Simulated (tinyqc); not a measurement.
Worked calculation: nucleation and growth of vacancy voids in a cooling silicon-like crystal. Computed by tinyqc, a small Python program that keeps every step. Command: `OMP_NUM_THREADS=1 python tinyqc.py 3031465 3031466 out.jsonl voids walk`. One thread of a shared host (Intel(R) Xeon(R) Processor @ 2.30GHz), about 0.4 s of CPU time with the checks. Intermediate numbers are printed to about 6 digits and carried at full precision; extremes and crossings named in words are read from the listed rows.

Spherical voids; vacancies are lost only to voids.

Inputs (values chosen for the exercise, close to those used for silicon):
```
quantity                                    value    unit
vacancy density at the melting point C_m  4.7e+14  1/cm^3
formation energy E_f                         4.12      eV
melting point T_m                            1685       K
diffusion prefactor D0                     0.0005  cm^2/s
migration energy E_m                          0.5      eV
site density rho                            5e+22  1/cm^3
void surface energy gamma                   0.897   J/m^2
cooling rate q                               0.32   K/min
vacancy excess C0                         4.9e+13  1/cm^3
temperature of the worked step T             1380       K
temperature step                             0.25       K
```

Vacancy supply: given.

Constants: k_B = 8.617333262e-05 eV/K; k_B = 1.380649e-23 J/K; e = 1.602176634e-19 C.

## Vacancy excess

C = C0 as given.

initial excess C = 4.90e+13 1/cm^3

## Nucleation rate at T with the initial excess

C_e = C_m exp[-(E_f/k_B)(1/T - 1/T_m)]; D = D0 exp(-E_m/(k_B T)); f = k_B T ln(C/C_e); r* = 2 gamma/(rho f); W* = 16 pi gamma^3/(3 rho^2 f^2); Z = f/sqrt(12 pi W* k_B T); I = rho Z (4 pi r* D C) exp(-W*/(k_B T)).

C_e = 8.88351e+11 1/cm^3

D = 7.46386e-06 cm^2/s

driving force f = 0.476891 eV

critical radius r* = 0.469595 nm

W*/(k_B T) = 43.4875

rate I = 138829 1/(cm^3 s)

Cooling by 10 K multiplies I by 66: nucleation switches on within a narrow range of temperature.

## Cooling through the nucleation range

March down from 1500 K in steps dT, dt = dT/q, with values at the upper end of each step: a class of I dt voids is born with r*; then all classes grow by r^2 += 2 D (C - C_e) dt/rho; C falls by the vacancies added to voids. Stop at 1150 K. T_n is the T of the largest I, N the final count (classes under 1e-6 /cm^3 are dropped), and the mean radius the number average.

Rows around the peak of I:
```
T (K)     C (1/cm^3)  C_e (1/cm^3)  I (1/(cm^3 s))  voids (1/cm^3)  mean radius (nm)
1418.25  4.90000e+13   2.26142e+12     2.47149e-06     4.36613e-04           16.8895
1408.25  4.90000e+13   1.77999e+12     9.59675e-03     2.13007e+00           18.4193
1398.25  4.89937e+13   1.39627e+12     8.65057e+00     2.35207e+03           19.7350
1393.25  4.88531e+13   1.23503e+12     1.54318e+02     4.81969e+04           20.5677
1390.25  4.81973e+13   1.14688e+12     5.61341e+02     2.25580e+05           21.7959
1388.25  4.68599e+13   1.09144e+12     7.70796e+02     4.81761e+05           23.8373
1386.25  4.42942e+13   1.03854e+12     4.92553e+02     7.38476e+05           27.7404
1384.25  4.06147e+13   9.88054e+11     1.34554e+02     8.57497e+05           33.2815
1382.25  3.63721e+13   9.39889e+11     1.76834e+01     8.83084e+05           38.9291
1379.25  2.99289e+13   8.71772e+11     2.68138e-01     8.86065e+05           45.5907
1376.25  2.40598e+13   8.08326e+11     1.11781e-03     8.86101e+05           50.2848
```

temperature of peak nucleation T_n = 1388.25 K

void density N = 886101 1/cm^3

mean radius = 63.6842 nm

vacancies left at 1150 K = 2.55171e+09 1/cm^3

I rises as supersaturation builds and collapses once the first voids have drawn C down by 4 % at the peak. Nearly all the excess then goes into these voids: [3 C/(4 pi rho N)]^(1/3) = 64.2 nm.

## Cooling rate

The formulas are those given above.

At fixed C:
```
q (K/min)  T_n (K)   N (1/cm^3)  mean radius (nm)
0.032      1398.00  2.93985e+04           198.469
0.080      1394.50  1.14021e+05           126.256
0.160      1391.50  3.17873e+05            89.670
0.320      1388.25  8.86101e+05            63.684
0.640      1385.00  2.46980e+06            45.229
1.300      1381.50  7.04223e+06            31.877
3.200      1376.75  2.66626e+07            20.436
```

Over the rows N goes as q^1.48 and the radius as q^-0.49, near the 3/2 and -1/2 of the scaling argument (depletion time 1/(4 pi N r D) equal to the time in the nucleation range, at fixed N r^3). T_n drops only 21 K for a factor 100 in q. Fast cooling gives many small voids, which an anneal can dissolve.

## Vacancy excess varied

The formulas are those given above.

At fixed q:
```
C (1/cm^3)  T_n (K)   N (1/cm^3)  mean radius (nm)
2.00e+13    1343.00  1.76209e+06            37.528
2.90e+13    1361.50  1.32487e+06            46.733
4.90e+13    1388.25  8.86101e+05            63.684
7.80e+13    1412.75  6.20618e+05            83.770
1.20e+14    1436.00  4.46335e+05           107.981
```

More vacancies nucleate earlier (T_n rises by 93 K) and give fewer, larger voids: N goes as C^-0.77 and the radius as C^0.59, steeper than the -1/2 and +1/2 of the scaling argument at fixed D, because D rises with T_n.

Checks made by the program: Z against the curvature of W(n) (relative difference below 1e-10); N against a run with half the step (relative difference 2e-03).
